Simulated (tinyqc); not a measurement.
The product rho l across metals: free and nearly free electrons in a metal.

Constants: hbar^2/2m0 = 3.80998211 eV angstrom^2; hbar = 6.58211957e-16 eV s.

Free electrons with m = 1; fcc cells hold 4 atoms and bcc cells 2; n = atoms z/a^3, kF = (3 pi^2 n)^(1/3), rho l = hbar kF/(n e^2), e = 1.602176634e-19 C. Inputs are chosen for the exercise.

Cases:

| case | lattice | a (angstrom) | z | rho (micro-ohm cm) |
|---|---|---|---|---|
| near Au | fcc | 4.045 | 1 | 2.00 |
| near Cu | fcc | 3.609 | 1 | 1.57 |
| near K | bcc | 5.232 | 1 | 6.30 |
| near Ca | fcc | 5.550 | 2 | 3.15 |
| near Al | fcc | 4.087 | 3 | 2.73 |
| near Ag | fcc | 4.106 | 1 | 1.53 |

Rank the cases by rho l (1e-16 ohm m^2), lowest first.

Answer: near Al, near Cu, near Au, near Ag, near Ca, near K.

Results:

| case | lattice | a (angstrom) | z | rho (micro-ohm cm) | kF (1/angstrom) | EF (eV) | l (nm) | rho l (1e-16 ohm m^2) |
|---|---|---|---|---|---|---|---|---|
| near Au | fcc | 4.045 | 1 | 2.00 | 1.214 | 5.62 | 41.3 | 8.25 |
| near Cu | fcc | 3.609 | 1 | 1.57 | 1.361 | 7.05 | 41.8 | 6.57 |
| near K | bcc | 5.232 | 1 | 6.30 | 0.745 | 2.11 | 34.8 | 21.92 |
| near Ca | fcc | 5.550 | 2 | 3.15 | 1.115 | 4.74 | 31.1 | 9.79 |
| near Al | fcc | 4.087 | 3 | 2.73 | 1.733 | 11.44 | 14.8 | 4.05 |
| near Ag | fcc | 4.106 | 1 | 1.53 | 1.196 | 5.45 | 55.6 | 8.50 |

rho l falls as n^(-2/3): it is lowest for the case near Al and highest for near K. The lowest bulk rho belongs to near Ag; in very narrow wires, where rho l rules, the order changes. Real Fermi surfaces depart from spheres, most for the polyvalent and noble metals.

Run: tinyqc, `OMP_NUM_THREADS=1 python tinyqc.py 1682736 1682737 out.jsonl`; Intel(R) Xeon(R) Processor @ 2.30GHz, one thread, shared host; about 0.01 s of CPU time with all checks.
